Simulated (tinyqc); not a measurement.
Band offset from the macroscopic average of a supercell potential: sweeps and comparisons. A value that a table varies takes the place of the one given here.

A model of the planar-averaged electrostatic energy of an electron in a periodic cell of N1 periods of A (L1 = N1 n1 h) and N2 periods of B (L2 = N2 n2 h), on z_j = j h: V(z) = f VA + (1 - f) VB + F t(z), VA = V1[0] + V1[1] cos(2 pi z/(n1 h)) + V1[2] cos(4 pi z/(n1 h)), VB the same with V2, n2 and z - L1. f = [tanh(z/w) - tanh((z - L1)/w) + tanh((z - L1 - L2)/w)]/2 + 1/2; t(z) = z - L1/2 in A and (L1/L2)(L1 + L2/2 - z) beyond, so that the cell is periodic.

Running mean over n points, periodic: for odd n the plain mean of the n points centred on j; for even n the n + 1 points with half weight at both ends. The macroscopic average applies the mean over n1 points and then over n2 points.

dEv = Ev(A) - Ev(B) = Ev1 - (dV + Ev2); dEc = Ec(B) - Ec(A) = Eg2 - Eg1 - dEv. The correction of a gap, c = Eg[1] - Eg[0], lowers the valence top by fv c and leaves dV, a ground-state quantity, as it is. Type I: dEv and dEc of one sign; II: opposite signs; III: no overlap of the gaps.

Inputs chosen for the exercise (gaps near those of Si and HfO2; shifted at random, so the results belong to these values and not to a real crystal): h = 0.35 angstrom (grid step); n1 = 6 (grid points per period of A); n2 = 7 (grid points per period of B); V1 = (-11.73, 2.27, -0.21) eV (mean and two harmonics of the potential in A); V2 = (-5.62, 4.61, 0.34) eV (the same in B); w = 0.52 angstrom (width of the interfaces); N1 = 4 (periods of A); N2 = 4 (periods of B); F = 0 eV/angstrom (slope in A from opposite charges on the two interfaces); Ev1 = 2.92 eV (valence top of bulk A above its mean potential); Eg1 = (0.61, 1.22) eV (gap of A: semi-local value, corrected value); Ev2 = -5.87 eV (valence top of bulk B above its mean potential); Eg2 = (4.07, 5.67) eV (gap of B: semi-local value, corrected value).

## How thick the regions must be

N1 = N2 = N, no slope (F = 0); dV is read at j = floor(N n1/2) and N n1 + floor(N n2/2). The exact value is V2[0] - V1[0].

Results:
```
N  L1 (angstrom)  dV (eV)  error (meV)
1           2.10   1.8462     -4263.83
2           4.20   5.8488      -261.18
3           6.30   6.1022        -7.81
4           8.40   6.1099        -0.10
5          10.50   6.1100         0.00
6          12.60   6.1100         0.00
```

How do the results move?

The error is below 10 meV from N = 3 on. The two windows together span 4.55 angstrom and must fit between the interface tails, which fall as exp(-2 z/w); the errors at N = 2, 3 and 4 are -261.18, -7.81 and -0.10 meV.

## The choice of windows

dV read at j = 12 and 38 after means over the numbers of points listed; ripple is the spread over the five points around each.

Results:
```
windows  dV (eV)  ripple in A (meV)  ripple in B (meV)
none       9.000               3090               6282
6 only     6.767                  0                779
7 only     6.464                532                  0
7, 8       6.051                 87                  0
6, 7       6.110                  1                  0
```

Which rows can be used, and how does a wrong window show?

The last row matches both periods and lies 0 meV from the value of a thick cell, V2[0] - V1[0] = 6.110 eV. Against it the raw potential errs by +2.89 eV. No other row is within 20 meV of it. A window one point too long leaves a ripple of 532 meV in A, against 1 meV in the last row: the ripple is the sign to look for. Rows to use, with under 30 meV of ripple in both regions once the tilt is taken off: 6, 7. A row with a large ripple can hit the right value only by chance.

## Where the gap correction goes

dV = B - A = 6.1099 eV

fv1 and fv2 are varied.

Offsets (eV):
```
fv1  fv2    dEv    dEc
0.0  0.0  2.680  1.770
0.5  0.5  3.175  1.275
1.0  1.0  3.670  0.780
0.0  1.0  4.280  0.170
1.0  0.0  2.070  2.380
0.3  0.7  3.617  0.833
```

How do the results move?

dEv + dEc = 4.450 eV in every row, but dEv alone spans 2.21 eV, the sum of the two corrections. A scissor on the conduction bands alone (first row) keeps the semi-local dEv; with equal shares fv the shift is fv times the difference of the corrections, +0.99 eV, against their sum of 2.21 eV: with like shares the error cancels only in part.

tinyqc: `OMP_NUM_THREADS=1 python tinyqc.py 1851080 1851081 out.jsonl`; about 0.01 s, one thread, shared Intel(R) Xeon(R) Processor @ 2.30GHz.
